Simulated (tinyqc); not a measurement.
The product rho l across metals: free and nearly free electrons in a metal.

Constants: hbar^2/2m0 = 3.80998211 eV angstrom^2; hbar = 6.58211957e-16 eV s.

Free electrons with m = 1; fcc cells hold 4 atoms and bcc cells 2; n = atoms z/a^3, kF = (3 pi^2 n)^(1/3), rho l = hbar kF/(n e^2), e = 1.602176634e-19 C. Inputs are chosen for the exercise.

Results:
```
case     lattice  a (angstrom)  z  rho (micro-ohm cm)  kF (1/angstrom)  EF (eV)  l (nm)  rho l (1e-16 ohm m^2)
near Al      fcc         4.055  3                2.87            1.747    11.62    13.9                   3.99
near Au      fcc         4.039  1                2.25            1.216     5.63    36.6                   8.23
near Ag      fcc         4.047  1                1.67            1.213     5.61    49.5                   8.26
near Ca      fcc         5.585  2                3.42            1.108     4.68    29.0                   9.91
near K       bcc         5.221  1                6.37            0.747     2.12    34.3                  21.82
near Li      bcc         3.501  1                9.38            1.113     4.72    10.5                   9.81
```

rho l falls as n^(-2/3): it is lowest for the case near Al and highest for near K. The lowest bulk rho belongs to near Ag; in very narrow wires, where rho l rules, the order changes. Real Fermi surfaces depart from spheres, most for the polyvalent and noble metals.

(tinyqc, `OMP_NUM_THREADS=1 python tinyqc.py 1681369 1681370 out.jsonl`, Intel(R) Xeon(R) Processor @ 2.30GHz, 1 thread, shared host, about 0.01 s.)
